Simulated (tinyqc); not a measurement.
MOSFET in the linear regime without short-channel effects, parameter extraction from computed curves: extraction methods against the body factor.

Inversion charge Q = Cox n Vt W0(exp((Vg - VT)/(n Vt))), W0 the Lambert function and n = nf; u = Q/Cox; mobility mu = mu0/(1 + th1 u + th2 u^2); channel resistance Rch = (L - dL)/(W mu Q); Id = Vd/(Rch + Rsd/W). Cox = eps0 eox/tox. Small Vd, no channel-length or drain effects.

From the continuous curve Id(Vg): tangent at peak gm (V_ext = Vg - Id/gm); constant current Id = 0.1 uA W/L; peak of d2Id/dVg2; Y = Id/sqrt(gm) drawn through Vg = VT + 0.6 and VT + 0.8 V, with intercept VT_Y and slope s. Mobilities gm,max L/(W Cox Vd) and s^2 L/(W Cox Vd) with the drawn L. Last column: share of Rsd/W in the total resistance at VT + 0.8 V.

Inputs (values chosen for the exercise); channel values of the order met in silicon transistors:
- T = 200 K (temperature)
- eox = 3.9 (relative permittivity of the gate insulator (close to silicon dioxide))
- tox = 1.1 nm (insulator thickness)
- mu0 = 110 cm^2/(V s) (low-field mobility)
- th1 = 0.25 1/V (first mobility attenuation factor)
- th2 = 0 1/V^2 (second mobility attenuation factor)
- VT = 0.38 V (threshold voltage)
- W = 0.5 um (gate width)
- L = 0.1 um (drawn gate length)
- dL = 0.019 um (drawn less effective length)
- Rsd = 120 ohm um (source plus drain resistance)
- Vd = 0.02 V (drain voltage)

Constants: q = 1.602176634e-19 C, kB = 1.380649e-23 J/K, Vt = kB T/q, eps0 = 8.8541878128e-14 F/cm where lengths are in cm. Results are converted to the units shown.

Extraction methods against the body factor:
```
nf	V_ext (V)	constant current (V)	second derivative (V)	VT_Y (V)	mobility from gm (cm^2/(V s))	mobility from Y (cm^2/(V s))	series share (%)
1	0.384	0.385	0.376	0.416	100	129	24.1
1.1	0.384	0.383	0.374	0.418	98.6	128	24.0
1.2	0.383	0.380	0.374	0.419	97.3	127	23.9
1.3	0.382	0.378	0.373	0.420	96.1	127	23.8
1.4	0.381	0.375	0.372	0.421	94.9	126	23.7
1.5	0.381	0.372	0.372	0.423	93.8	125	23.7
1.6	0.380	0.369	0.371	0.423	92.8	124	23.6
1.7	0.379	0.365	0.370	0.424	91.8	124	23.5
```

What does the table show?

The model has VT = 0.38 V and mu0 = 110 cm^2/(V s). Over the table the extracted thresholds move by 5.6 mV (tangent), 20 mV (constant current), 5.0 mV (second derivative), 8.2 mV (Y function). The mobility from gm falls from 100 to 91.8 and that from Y falls from 129 to 124 cm^2/(V s).

Numbers from tinyqc (`OMP_NUM_THREADS=1 python tinyqc.py 2210105 2210106 out.jsonl`; about 0.02 s on one thread of a shared Intel Xeon 2.30GHz).
